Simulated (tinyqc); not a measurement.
Trench capacitor in an array: capacitance, non-linearity, leakage and relaxation: one step of the calculation.

A film between two metal electrodes, each interface adding a series capacitance ci. The small-signal permittivity is ek (1 + aq E^2); the field is found with the linear permittivity. Leakage J = J0 sinh(E/Ef). After a voltage step the film passes a relaxation current kr C V tt^(-nr), tt being the time in seconds. The sidewall is a coaxial capacitor with radii a = dm/2 - t and b = dm/2, depth AR dm; the end face is left out.

Task. Cell capacitance, fields and time constant. Per length 1/c = ln(b/a)/(2 pi eps0 ek) + (1/a + 1/b)/(2 pi ci); cell capacitance c AR dm; per footprint over pt^2; fields c V/(2 pi eps0 ek r) at r = a and b; resistance of the inner electrode rho AR dm/(pi a^2); time constant R C/3 of the distributed line.

Values chosen for this exercise; permittivity of the order of that of silicon nitride:
- ek = 6.91 (relative permittivity of the film)
- t = 17 nm (film thickness)
- ci = 1000 uF/cm^2 (capacitance of each electrode interface (dead layer and screening))
- V = 0.5 V (bias)
- dm = 78 nm (diameter of the hole)
- AR = 10 (aspect ratio, depth over diameter)
- pt = 150 nm (pitch of the square array)
- rho = 1600 uohm cm (resistivity of the inner electrode)

Constants: eps0 = 8.8541878128e-14 F/cm where lengths are in cm. Results are converted to the units shown.

Find: a; b; cell capacitance; capacitance per footprint; field at a; field at b; R; R C/3.

Result.

a = 22.000 nm
b = 39.000 nm
cell capacitance = 0.52334 fF
capacitance per footprint = 2.3259 uF/cm^2
field at a = 0.39667 MV/cm
field at b = 0.22376 MV/cm
R = 8.2077 kohm
R C/3 = 1.4318 ps

The array gives 6.47 times the planar capacitance per footprint; curvature makes the field at the inner electrode 1.35 times the planar value.

Program tinyqc, `OMP_NUM_THREADS=1 python tinyqc.py 2102153 2102154 out.jsonl`; Intel Xeon 2.30GHz, shared host, one thread, about 0.01 s.
